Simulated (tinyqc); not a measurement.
Leakage through a gate insulator: direct, Fowler-Nordheim, trap-assisted and Poole-Frenkel currents: one step, computed by the program tinyqc.

Electrons enter from the cathode Fermi level at x = 0; the conduction band of the insulator lies phi_b - e F x above it, F = V/t. WKB exponents use a parabolic band with mass m.

Problem. Field and tunnelling without traps. For a level a distance phi(x) below the band, the WKB exponent is 2 int kappa dx with kappa = sqrt(m phi/(hbar^2/2m_0)); for a linear barrier from phi_1 down to phi_2 = max(phi_1 - e F d, 0) it is G = (4/3) sqrt(m/(hbar^2/2m_0)) (phi_1^(3/2) - phi_2^(3/2))/(e F). J_tun = e^3 F^2/(16 pi^2 hbar m phi_b) x exp(-G) / [1 - sqrt(phi_2/phi_b)]^2 with the free-electron mass in the cathode (m in m_0), phi_2 = max(phi_b - e V, 0): direct tunnelling for e V < phi_b, Fowler-Nordheim above. Image forces, back-flow and the limit on supply are left out, so J_tun is overstated below about 0.5 V. Equivalent oxide thickness = 3.9 t/eps_ox.

Inputs (values chosen for the exercise, with an insulator like HfO2):

| quantity | value | unit |
|---|---|---|
| thickness t | 1.8 | nm |
| barrier phi_b | 1.44 | eV |
| tunnelling mass m | 0.21 | m_0 |
| static constant eps_ox | 20.5 | - |
| voltage across the insulator V | 0.88 | V |

Constants: hbar^2/(2 m_0) = 3.80998212 eV angstrom^2; e = 1.602176634e-19 C; hbar = 1.054571817e-34 J s.

Give: field F; equivalent oxide thickness; WKB exponent G; tunnelling current J_tun.

Solution.

field F = 4.8889 MV/cm

equivalent oxide thickness = 0.34244 nm

WKB exponent G = 8.3810

tunnelling current J_tun = 1.9709e+05 A/cm^2

The barrier is a trapezoid: direct tunnelling.
